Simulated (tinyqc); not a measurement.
Polytypes and stacking faults of a tetrahedral semiconductor in an axial Ising model with couplings up to third neighbours: one step, computed by the program tinyqc.

Each double layer has s = +1 or -1 for the sense of its stacking step; E per pair of atoms = E0 - sum_n J_n <s_i s_(i+n)>, n = 1, 2, 3. Hexagonality h = (1 - <s_i s_(i+1)>)/2.

Question. Electronic energy gained by the fault. The fault binds electrons in a two-dimensional band E_b below the conduction edge, g2 = m m0/(pi hbar^2) for one valley. With the Fermi level held by the bulk, eta = ln[n/N_c(T)], N_c(T) = N_c (T/300)^1.5, the grand potential falls by g2 (k_B T)^2 F1(x), x = eta + E_b/(k_B T), F1(x) = integral from 0 to infinity of ln(1 + exp(x - t)) dt; sheet density g2 k_B T ln(1 + e^x). Band bending by the trapped charge is left out, so the gain is an upper bound. Net fault energy = gamma of the intrinsic fault less the electronic gain.

Inputs (values chosen for the exercise, of the order of those of GaAs for J, a, G and the gaps):
```
quantity                                    value    unit
binding energy of the fault level E_b       0.052      eV
in-plane mass m                              0.39      m0
effective density of states N_c at 300 K  1.6e+19  1/cm^3
electron density n                        6.7e+16  1/cm^3
temperature T                                 300       K
```

Host polytype: 3C.

energy of the glide fault, intrinsic = 47.07875 mJ/m^2

Constants: m_0 = 9.1093837015e-31 kg; hbar = 1.054571817e-34 J s; k_B = 1.380649e-23 J/K; k_B = 8.617333262e-05 eV/K.

Give: x; sheet density; electronic gain; net fault energy.

Answer.

x = -3.464

sheet density = 1.298e+11 1/cm^2

electronic gain = 0.005418 mJ/m^2

net fault energy = 47.07 mJ/m^2

The gain offsets 0.012 % of the fault energy.
